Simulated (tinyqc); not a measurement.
From results back to parameters: sp3s* tight binding. Three cases, with inputs chosen for the exercise.

Problem. For a crystal of one element and without spin-orbit coupling the levels at Gamma are Es -/+ |Vss| and Ep -/+ Vxx, and the upper valence level at X is Ep - Vxy. The levels below come from hidden parameters.

Case 1.

s levels at Gamma (eV): -12.6240  0.9140

p levels at Gamma (eV): -0.0160  3.2140

upper valence level at X = -3.2740 eV

Case 2.

s levels at Gamma (eV): -12.4250  4.0850

p levels at Gamma (eV): -0.0130  3.4010

upper valence level at X = -2.9360 eV

Case 3.

s levels at Gamma (eV): -12.5300  4.1080

p levels at Gamma (eV): 0.0000  3.4280

upper valence level at X = -2.8730 eV

Find: Es, |Vss|, Ep, Vxx, Vxy.

Solution. Means give the levels and half the splittings give the couplings; Vxy = Ep - E(X).

Case 1.

Es, |Vss|, Ep, Vxx, Vxy (eV): -5.855  6.769  1.599  1.615  4.873

Case 2.

Es, |Vss|, Ep, Vxx, Vxy (eV): -4.170  8.255  1.694  1.707  4.630

Case 3.

Es, |Vss|, Ep, Vxx, Vxy (eV): -4.211  8.319  1.714  1.714  4.587

Computed by tinyqc, one run a case: `OMP_NUM_THREADS=1 python tinyqc.py N N+1 out.jsonl` with N = 1450495, 1450602, 1450758; one thread of a shared Intel(R) Xeon(R) Processor @ 2.30GHz, about 0.1 s a run at most.
